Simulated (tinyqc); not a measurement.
Input admittance of a MOSFET at zero drain bias: distributed channel and distributed gate: input impedance against frequency.

Source and drain grounded, strong inversion, w = 2 pi f, Cox = eps0 eox/tox. The channel is an RC line of resistance 1/(mu Cox Vo) per square fed from both ends, so one finger has the intrinsic admittance y = i w Cox L tanh(g)/g per width, g = (1/2) sqrt(i w tau), tau = L^2/(mu Vo). The vertical resistance rv/L is in series with y, the overlaps 2 i w Cov in parallel: y_t = 1/(1/y + rv/L) + 2 i w Cov. The gate strip is a line of Rsh/L per length loaded by y_t, so a finger has Y = y_t Wf tanh(k)/k, k = (Wf/sd) sqrt(y_t Rsh/L); the device has Nf Y.

Low-frequency limits, with c = Cox L and ct = c + 2 Cov: R_strip = Rsh Wf/(3 sd^2 L Nf), R_ch = (c/ct)^2 L/(12 mu Cox Vo Wf Nf), R_vert = (c/ct)^2 rv/(L Wf Nf), C = ct Wf Nf. Z = 1/(Nf Y) = R + 1/(i w C), Q = |Im Z|/R, far-point signal |1/cosh k|.

Values chosen for this exercise; values of the order met in silicon radio-frequency transistors:
```
symbol,value,unit,meaning
eox,3.9,,relative permittivity of the gate insulator (close to silicon dioxide)
tox,3.4,nm,insulator thickness
L,1.6,um,channel length
Wf,0.59,um,finger width
Nf,8,,number of fingers
mu,130,cm^2/(V s),channel mobility
Vo,0.49,V,gate overdrive
Rsh,20,ohm/square,sheet resistance of the gate
rv,0,ohm um^2,vertical resistivity of the gate stack
sd,1,,number of ends at which a finger is contacted
Cov,0.16,fF/um,overlap and fringe capacitance on each side
```

Constants: eps0 = 8.8541878128e-14 F/cm where lengths are in cm. Results are converted to the units shown.

The same in every row: low-frequency R (ohm) = 420.24.

Result of one run:
```
f (GHz)   w tau       |k|  R (ohm)  C (fF)       Q  signal at the far point
20       50.502  0.051144   240.54  30.859  1.0721                  0.99911
```

What becomes of these results when the frequency f is changed from 20 to 0.02 GHz, all else the same?

Result of the changed run:
```
f (GHz)     w tau        |k|  R (ohm)  C (fF)       Q  signal at the far point
0.02     0.050502  0.0030100   420.24  78.210  242.12                   1.0000
```

The whole series:
```
f (GHz)     w tau        |k|  R (ohm)  C (fF)       Q  signal at the far point
0.02     0.050502  0.0030100   420.24  78.210  242.12                   1.0000
0.05      0.12626  0.0047591   420.24  78.209  96.849                   1.0000
0.1       0.25251  0.0067296   420.23  78.203  48.429                   1.0000
0.4        1.0100   0.013428   420.05  78.092  12.130                  0.99999
1          2.5251   0.020970   419.04  77.476  4.9023                  0.99996
3          7.5753   0.033112   409.74  72.239  1.7923                  0.99973
7          17.676   0.041001   371.22  56.293  1.0880                  0.99943
20         50.502   0.051144   240.54  30.859  1.0721                  0.99911
50         126.26   0.065382   141.26  19.503  1.1555                  0.99860
```

R falls from 420 to 141 ohm and C falls from 78.2 to 19.5 fF. Q goes as f^(-1.00) between the first two rows and f^(0.08) between the last two, where w tau = 126 and |k| = 0.0654. The low-frequency limits hold both R and C within 5 % up to f = 1 GHz among the rows.

tinyqc, about 0.01 s, one thread, Intel Xeon 2.30GHz (shared host): `OMP_NUM_THREADS=1 python tinyqc.py 2262185 2262186 out.jsonl`
